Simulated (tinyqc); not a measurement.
Strain-driven roughening and islands of a mismatched epitaxial film: one step, computed by the program tinyqc.

Film and substrate share isotropic elastic constants; the film is coherent and biaxially strained.

Problem. Which shape at the volume V. Shallow faceted island (Tersoff form): E = 4 Gam V^(2/3) tan^(1/3)(theta) - 6 c V tan(theta), Gam = gamma [x/sin(theta) - 1/tan(theta)], x the facet energy over gamma, c = stress^2 (1 - nu)/(2 pi G). The two energies cross at V_x^(1/3) = 4 [Gam_2 t2^(1/3) - Gam_1 t1^(1/3)]/(6 c (t2 - t1)), t = tan(theta); mu = dE/dV.

Inputs (values chosen for the exercise, modelled on Si(0.5)Ge(0.5) on Si):

| quantity | value | unit |
|---|---|---|
| shear modulus G | 55.3 | GPa |
| Poisson ratio nu | 0.26 | - |
| surface energy gamma | 1.14 | J/m^2 |
| contact angle of the shallow shape theta_1 | 9.77 | degrees |
| contact angle of the steep shape theta_2 | 27.5 | degrees |
| facet energy of shape 1 over gamma | 0.9992 | - |
| facet energy of shape 2 over gamma | 0.9858 | - |
| island volume V | 140000 | nm^3 |

stress = 3.917034 GPa

Gam of shape 2 = 0.2438982 J/m^2

Gam of shape 1 = 0.09205744 J/m^2

c = 0.03267693 GPa

Constants: e = 1.602176634e-19 C.

Give: E of shape 1; E of shape 2; crossing volume V_x; jump of mu at V_x, shape 2 less shape 1.

Solution.

E of shape 1 = -26052 eV

E of shape 2 = -75977 eV

crossing volume V_x = 612.12 nm^3

jump of mu at V_x, shape 2 less shape 1 = -22.768 MJ/m^3

At V the steep shape is lower. At V_x the chemical potential drops, so islands that have turned steep grow at the cost of the shallow ones. Caution: the shallow-slope form overstates the relaxation of facets steeper than about 25 degrees.
